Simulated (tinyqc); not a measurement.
# Changing the peak energy omega_1

Model: critical temperature from a phonon spectrum: McMillan, Allen-Dynes and the linearised Eliashberg equation. Computed by tinyqc, a small Python program. Command: `OMP_NUM_THREADS=1 python tinyqc.py 3010730 3010731 out.jsonl eliashberg sweep`. One thread of a shared host (Intel(R) Xeon(R) Processor @ 2.30GHz), about 0.06 s of CPU time with the checks.

alpha^2 F(omega) = sum_i (lambda_i omega_i/2) delta(omega - omega_i), so that lambda = 2 int alpha^2 F/omega d omega = sum_i lambda_i.

Inputs (values chosen for the exercise, for a model metal):
```
quantity                     value  unit
coupling lambda_1            0.416     -
peak energy omega_2           19.6   meV
coupling lambda_2            0.329     -
Coulomb pseudopotential mu*   0.12     -
```

Peaks in alpha^2 F: two.

Constants: k_B = 8.617333262e-05 eV/K.

Method:
- omega_log = exp(sum lambda_i ln omega_i / lambda); omega_rms = sqrt(sum lambda_i omega_i^2 / lambda).
- McMillan form: k_B T_c = (omega_log/1.2) exp[-1.04 (1 + lambda)/(lambda - mu* (1 + 0.62 lambda))]. Allen-Dynes multiplies it by f1 f2: f1 = [1 + (lambda/L1)^(3/2)]^(1/3), L1 = 2.46 (1 + 3.8 mu*); f2 = 1 + (omega_rms/omega_log - 1) lambda^2/(lambda^2 + L2^2), L2 = 1.82 (1 + 6.3 mu*) omega_rms/omega_log.
- Linearised Eliashberg equation at omega_n = (2n + 1) pi k_B T, n = 0..N-1: lambda(j) = sum_i lambda_i omega_i^2/(omega_i^2 + (2 pi j k_B T)^2); K_mn = lambda(m - n) + lambda(m + n + 1) - 2 mu*(N) - delta_mn [2m + 1 + lambda(0) + 2 sum_(j=1..m) lambda(j)], with 1/mu*(N) = 1/mu* + ln(omega_rms/omega_N), omega_N = (2N + 1) pi k_B T. T_c is where the largest eigenvalue rho of K is zero.
- N is the smallest integer at or above 8 omega_max/(2 pi k_B T_AD), omega_max the highest peak and T_AD the Allen-Dynes value.

One run for each value:
```
peak energy omega_1 (meV)  T_c, Eliashberg (K)  T_c, Allen-Dynes (K)  omega_log (meV)  k_B T_c/omega_log
5.08                                    3.2516                3.8424            9.222           0.030384
6.56                                    3.8971                4.4230           10.637           0.031571
8.47                                    4.6390                5.0877           12.269           0.032584
10.90                                   5.4682                5.8402           14.124           0.033362
14.10                                   6.4157                6.7261           16.307           0.033902
```

Describe and explain the trends.

Over the rows, T_c, Eliashberg (K) rises from 3.25 to 6.42 (exponent d ln y / d ln x 0.71 between the first rows and 0.62 between the last); T_c, Allen-Dynes (K) rises from 3.84 to 6.73 (exponent d ln y / d ln x about 0.55 throughout); omega_log (meV) rises from 9.22 to 16.3 (exponent d ln y / d ln x about 0.56 throughout). At fixed lambda_1 a softer peak gives less: very soft phonons do little for T_c. Left out: 2.35, 3.04, 3.93 (the run failed its checks).

Extremes, crossings and ranges named in words are read from the listed rows.
